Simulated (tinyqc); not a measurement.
From one set of inputs to another, one input at a time: thermal, flicker and telegraph noise of a field-effect transistor. Computed by tinyqc, a small Python program. Command: `OMP_NUM_THREADS=1 python tinyqc.py 3007725 3007726 out.jsonl noise ladder`. One thread of a shared host (Intel(R) Xeon(R) Processor @ 2.30GHz), about 0.01 s of CPU time with the checks.

Strong inversion, threshold roll-off and channel-length modulation left out; noise sources are uncorrelated and are given as one-sided spectral densities.

The inputs printed are set A. Set A is modelled on a high-k silicon transistor; the values taken over come from a set modelled on a silicon n-channel. Inputs not listed in the table keep their values of set A, so the rows need not describe a real material.

Inputs (values chosen for the exercise, modelled on a high-k silicon transistor):
```
quantity                        value         unit
width W                         0.053   micrometre
length L                           51           nm
electrical oxide thickness t      1.3           nm
mobility mu                        86   cm^2/(V s)
saturation velocity v_s          0.85     1e7 cm/s
overdrive V_ov                   0.31            V
thermal noise factor gamma      0.667            -
oxide trap density N_t        5.9e+17  1/(eV cm^3)
oxide barrier phi                 2.2           eV
oxide mass m_ox                  0.38          m_0
Hooge parameter alpha_H       0.00036            -
frequency f                      7000           Hz
temperature T                     300            K
```

Operating region: saturation. Flicker model: Hooge.

Constants: eps_0 = 8.8541878128e-12 F/m; hbar = 1.054571817e-34 J s; m_0 = 9.1093837015e-31 kg; e = 1.602176634e-19 C; k_B = 8.617333262e-05 eV/K; k_B = 1.380649e-23 J/K.

Method:
- C_ox = 3.9 eps_0/t; V_c = 2 v_s L/mu; I = W C_ox v_s V_ov^2/(V_ov + V_c); g_m = W C_ox v_s V_ov (V_ov + 2 V_c)/(V_ov + V_c)^2; g_d0 = mu C_ox (W/L) V_ov.
- Tunnelling length lambda = hbar/(2 sqrt(2 m_ox phi)); flat-band noise S_Vfb = e^2 k_B T lambda N_t/(W L C_ox^2 f). Hooge: S_I = I^2 alpha_H/(f N), N = W L C_ox V_ov/e (the source-end density).
- Thermal: S_I = 4 k_B T gamma g_d0; input-referred S_V = S_I/g_m^2; corner f_c where flicker equals thermal.
- Total input noise from 1 Hz to f_c: sqrt(S_V,thermal [f_c ln(f_c/1 Hz) + f_c - 1 Hz]).

Each row keeps all changes above it:
```
input moved                              from       to  corner frequency f_c (Hz)  input-referred thermal noise (nV/sqrt(Hz))  g_m (microsiemens)
set A                                       -        -                  2.425e+08                                       18.16                  50
width W (micrometre)                    0.053      9.3                  2.425e+08                                        1.37                8715
oxide trap density N_t (1/(eV cm^3))  5.9e+17  1.5e+17                  2.425e+08                                        1.37                8715
mobility mu (cm^2/(V s))                   86      170                  3.170e+08                                        1.30               12875
length L (nm)                              51      110                  1.072e+08                                        1.39                8218
overdrive V_ov (V)                       0.31     0.72                  3.472e+08                                        1.31               13327
Hooge parameter alpha_H               0.00036  0.00021                  2.025e+08                                        1.31               13327
temperature T (K)                         300      400                  1.519e+08                                        1.51               13327
```

Where does the difference come from?

Corner frequency f_c goes from 2.43e8 to 1.52e8, a factor 0.626 in all. The largest single move comes from overdrive V_ov (a factor 3.24), but it runs against the net change; the largest move in the direction of the net change is length L (a factor 0.338). Input-referred thermal noise goes from 18.2 to 1.51, a factor 0.0832 in all. The largest single move comes from width W (a factor 0.0755). g_m goes from 49.7 to 13300, a factor 268 in all. The largest single move comes from width W (a factor 175). The single moves hold for this order of the switches; the total does not depend on the order.

Extremes, crossings and ranges named in words are read from the listed rows.
